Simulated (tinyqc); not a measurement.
Five forms on the same table: equation-of-state fits to an energy-volume table made by a known binding curve. Computed by tinyqc, a small Python program. Command: `OMP_NUM_THREADS=1 python tinyqc.py 3019165 3019166 out.jsonl eosfit walk`. One thread of a shared host (Intel(R) Xeon(R) Processor @ 2.30GHz), about 0.02 s of CPU time with the checks.

With x = (V/V_0)^(1/3), the energy per atom is E = D [m x^-n - n x^-m]/(n - m), so that B0 = D n m/(9 V_0) and B' = (n + m + 6)/3. B' = dB/dP at P = 0.

Inputs (values chosen for the exercise, for a model crystal):
```
quantity                                 value             unit
cohesive energy D                         5.12          eV/atom
true volume V_0                           27.3  angstrom^3/atom
repulsive exponent n                         8                -
attractive exponent m                        4                -
half-width of the volume window w         0.12                -
shift of the window centre s             0.014                -
points N                                     5                -
compression V/V_0 for the pressure test   0.85                -
noise amplitude                          0.047              meV
```

Binding curve: Mie. Noise: added.

Constants: 1 eV/angstrom^3 = 160.2176634 GPa.

Method:
- B0 and B' from the formulas above; P = -dE/dV at V = c V_0 (c the compression chosen), from the curve itself.
- Table: V_j = V_0 [1 + s + w (2 j/(N - 1) - 1)], j = 0..N-1, rounded to 0.001; E_j from the curve plus the noise amplitude times the listed numbers xi_j (xi_0 first), rounded to 1e-7 eV.
- Murnaghan: E = E0 + (B0 V/B') [(V0/V)^B'/(B' - 1) + 1] - B0 V0/(B' - 1), P = (B0/B') [(V0/V)^B' - 1].
- Birch-Murnaghan: E = E0 + (9 V0 B0/16) [y^3 B' + y^2 (2 - 4 y)], y = (V0/V)^(2/3) - 1; P = (3 B0/2) (x^7 - x^5) [1 + (3/4)(B' - 4)(x^2 - 1)], x = (V0/V)^(1/3).
- Vinet: E = E0 + (9 B0 V0/h^2) {1 + [h (1 - x) - 1] exp(h (1 - x))}, P = 3 B0 (1 - x) x^-2 exp(h (1 - x)), x = (V/V0)^(1/3), h = (3/2)(B' - 1).
- All are least-squares fits to the energies; for polynomials in V, B0 = V E'' and B' = -1 - V E'''/E'' at the minimum.

numbers xi_j, drawn evenly from -1 to 1: -0.7373  0.3907  0.3252  -0.3349  -0.3187

exact B0 = 106.838 GPa

exact B' = 6

exact pressure at c V_0 = 28.3284 GPa

Table:
```
V (angstrom^3)      E (eV)
24.406          -4.9870729
26.044          -5.0984740
27.682          -5.1182594
29.320          -5.0778139
30.958          -4.9980232
```

Fitted values:
```
form             V0 (angstrom^3)  B0 (GPa)       B'  P at c V_0 (GPa)
exact                     27.300    106.84   6.0000            28.328
parabola in V             27.685    104.53  -1.0000                 -
cubic in V                27.318    112.62   5.3139                 -
Murnaghan                 27.299    105.63   6.0371            29.165
Birch-Murnaghan           27.301    106.97   5.9814            28.175
Vinet                     27.301    107.19   5.9730            28.015
```

What does the comparison show, and why?

In B0 the Birch-Murnaghan form comes closest (+0.12 %) and the cubic in V form misses most (+5.41 %). A parabola in V has no third derivative, so its B' is -1 by construction. At c V_0, beyond the window, the pressure errors are Murnaghan +3.0 %, Birch-Murnaghan -0.5 %, Vinet -1.1 %; Murnaghan keeps B linear in P and so runs too stiff under compression.

Extremes, crossings and ranges named in words are read from the listed rows.
